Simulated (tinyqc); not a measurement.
Surface potential of a MOS transistor: implicit equation and explicit approximations: one step of the calculation.

p-type body, charge-sheet picture, depletion and inversion only, full ionisation (an idealisation for deep acceptors), Boltzmann statistics (rough once Na exp(x - xn) passes about Nc/7). In units of Vt: xg = (Vg - Vfb)/Vt, x = psi/Vt, G = gamma/sqrt(Vt), xn = (2 phiF + Vc)/Vt. The implicit equation is (xg - x)^2 = G^2 [x - 1 + exp(x - xn)] for x above about 3. Cox = eps0 eox/tox.

Question. New x. D = exp(x - xn), f = (xg - x)^2 - G^2 (x - 1 + D), f' = -2 (xg - x) - G^2 (1 + D), x(new) = x - f/f'.

x after iteration 1 = 44.692702
G = 0.25376263
xn = 37.396694
xg = 51.833514

Find: D; f; f'; x after iteration 2.

Answer.

D = 1474
f = -46.77
f' = -109.3
x after iteration 2 = 44.26

Computed by the program tinyqc: `OMP_NUM_THREADS=1 python tinyqc.py 2122167 2122168 out.jsonl`, one thread of a shared Intel Xeon 2.30GHz, about 0.01 s for the whole run.
